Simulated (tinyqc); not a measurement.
# Series resistance and length offset from two lengths at two overdrives

Problem. In strong inversion R W = Rsd + k(x)(L - dL), k(x) = (1 + th1 x)/(mu0 Cox x), x the overdrive, Cox = eps0 eox/tox, with Rsd and dL independent of x. Find dL, Rsd, mu0 and th1.

Parameters, values chosen for the exercise: relative permittivity of the gate insulator (close to silicon dioxide) eox = 3.9; insulator thickness tox = 1.3 nm.

Constants: eps0 = 8.8541878128e-14 F/cm where lengths are in cm. Results are converted to the units shown.

total resistance times width (ohm um):
```
                  L = 0.099 um  L = 1.2 um
overdrive 0.45 V    1206.65749  15554.0797
overdrive 1.02 V    739.146107  9030.92097
```

Answer. At each overdrive R W is a straight line in L; the two lines cross at L = dL, R W = Rsd. Their slopes give k x = (1 + th1 x)/(mu0 Cox), a straight line in x.

dL = 0.01400 um
Rsd = 99.00 ohm um
mu0 = 85.00 cm^2/(V s)
th1 = 0.7200 1/V

Numbers from tinyqc (`OMP_NUM_THREADS=1 python tinyqc.py 2210021 2210022 out.jsonl`; about 0.01 s on one thread of a shared Intel Xeon 2.30GHz).
